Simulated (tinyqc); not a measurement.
Potential-pH (Pourbaix) lines of a metal, its cation, its oxide and an oxyanion, with a complexing ligand. Changing the log10 of the dissolved activity a. Computed by tinyqc, a small Python program. Command: `OMP_NUM_THREADS=1 python tinyqc.py 3010882 3010883 out.jsonl pourb sweep`. One thread of a shared host (Intel(R) Xeon(R) Processor @ 2.30GHz), about 0.01 s of CPU time with the checks.

Potentials are against the standard hydrogen electrode; solids and water have unit activity; dG_f of M, H+ and the electron is zero; F = e N_A and s = R T ln(10)/F. The cation carries z = 2.

Inputs (values chosen for the exercise, modelled on copper):
```
quantity                value    unit
dG_f of the cation      66.04  kJ/mol
dG_f of the oxide     -129.06  kJ/mol
dG_f of the oxyanion  -193.71  kJ/mol
dG_f of water         -237.14  kJ/mol
temperature T          298.15       K
pH                        2.5       -
potential E               0.2       V
```

Species: M, M2+, MO, MO2(2-).

Constants: R = 8.314462618 J/(mol K); e = 1.602176634e-19 C; N_A = 6.02214076e+23 1/mol.

Method:
- M2+ + 2e = M; MO + 2H+ + 2e = M + H2O; MO2(2-) + 4H+ + 2e = M + 2H2O. For each, E0 = -dG/(z F), and E = E0 + (s/z) log10 a - (s n_H/z) pH, with no activity term for the oxide.
- Two oxidised species coexist where their lines against the metal cross: pH1 (cation/oxide) = [E0(oxide) - E0(cation)]/s - (log10 a)/z; pH2 (oxide/oxyanion) = {[E0(oxyanion) - E0(oxide)]/s + (log10 a)/z}/(4/z - 1).
- The metal is stable below the lowest of the three lines; above it, the species of the lowest line is stable. Water lines at 1 bar: hydrogen E = -s pH, oxygen E = -dG_f(water)/(2F) - s pH.

One run for each value:
```
log10 of the dissolved activity a     pH1     pH2  width of the oxide field, pH2 - pH1  upper limit of immunity (V)
-8                                 7.6825  11.109                                3.427                      0.10559
-7                                 7.1825  11.609                                4.427                      0.13517
-6                                 6.6825  12.109                                5.427                      0.16475
-5                                 6.1825  12.609                                6.427                      0.19433
-4                                 5.6825  13.109                                7.427                      0.22391
-3                                 5.1825  13.609                                8.427                      0.25349
-2                                 4.6825  14.109                                9.427                      0.28307
-1                                 4.1825  14.609                               10.427                      0.31265
```

Over the rows, pH1 falls from 7.68 to 4.18; pH2 rises from 11.1 to 14.6; width of the oxide field, pH2 - pH1 rises from 3.43 to 10.4.

Caution (all rows): other oxidation states, hydroxides and hydrides are left out, and the lines say nothing of rates.

Extremes, crossings and ranges named in words are read from the listed rows.
